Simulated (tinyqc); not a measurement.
Pump-down curve: gas flow in a process chamber: flow regimes, conductance, effective pumping speed, pump-down, outgassing and purge. Computed by tinyqc, a small Python program. Command: `OMP_NUM_THREADS=1 python tinyqc.py 3120701 3120702 out.jsonl pump walk`. One thread of a shared host (Intel(R) Xeon(R) Processor @ 2.30GHz), about 0.08 s of CPU time with the checks.

Ideal gas, isothermal flow, a pump of constant speed at the end of a round pipe; process gas, volume gas and outgassing are given the same properties. 1 sccm = 101325 Pa x 1e-6 m^3/60 s x T/273.15 K.

Inputs (values chosen for the exercise, modelled on water vapour near room temperature):
```
quantity,value,unit
molar mass M,18.02,g/mol
molecular diameter,0.46,nm
viscosity eta,9.9,micropascal s
temperature T,300,K
chamber volume V,83,L
wall area,0.44,m^2
pipe diameter d,6.3,cm
pipe length l,170,cm
pump speed S,62,L/s
outgassing rate after 1 h,9.1e-06,Pa m^3/(s m^2)
outgassing exponent n,1.1,-
starting pressure p0,460,Pa
```

Constants: k_B = 1.380649e-23 J/K; u = 1.6605390666e-27 kg.

Method:
- Mean speed c = sqrt(8 k_B T/(pi m)); aperture conductance C_a = c pi d^2/16; molecular pipe C_m = C_a/(1 + 3 l/(4 d)) (Dushman form); viscous pipe C_v = pi d^4 p_mean/(128 eta l); Knudsen interpolation C = C_v + C_m (1 + x)/(1 + 1.24 x), x = d p_mean sqrt(m/(k_B T))/eta.
- Effective speed 1/S_eff = 1/S + 1/C_m; time constant V/S_eff; pressure at which the free path k_B T/(sqrt2 pi d_m^2 p) equals d.
- Pump-down: V dp/dt = -S_eff(p) p + q(t) A, with S_eff = S p_2/p, where p_2 solves C((p + p_2)/2) (p - p_2) = S p_2 at each moment, and q(t) = q_1 (1 h/(t + 10 s))^n; integrated adaptively. At long times p = q(t) A/S_eff.
- S_eff(p) is tabulated at 260 pressures and interpolated in ln p. Comparison columns: p0 exp(-t/time constant) with the molecular S_eff (0 below 1e-26 p0), and the outgassing limit.

time constant = 5.14860 s

S_eff in molecular flow = 16.1209 L/s

Pressure against time:
```
t (s),p (Pa),S_eff (L/s),volume gas only (Pa),outgassing limit (Pa)
0.3,3.6820e+02,61.548,4.3396e+02,1.5593e-01
1,2.1938e+02,61.244,3.7880e+02,1.4505e-01
3,5.1313e+01,58.869,2.5686e+02,1.2070e-01
10,1.5160e+00,25.121,6.5954e+01,7.5146e-02
30,6.5211e-02,15.557,1.3558e+00,3.5057e-02
100,1.2381e-02,15.891,1.6887e-06,1.1521e-02
300,3.7754e-03,16.040,2.2760e-23,3.6859e-03
1000,1.0124e-03,16.098,0,1.0053e-03
3600,2.4809e-04,16.115,0,2.4762e-04
20000,3.7654e-05,16.120,0,3.7641e-05
100000,6.4124e-06,16.121,0,6.4119e-06
```

From t = 100 s on the pressure is within 20 % of the outgassing limit, which falls only as (t + 10 s)^-1.1: walls, not volume, set the time to base pressure. Early on viscous flow raises S_eff to 61.5 L/s, 3.8 times its molecular value.
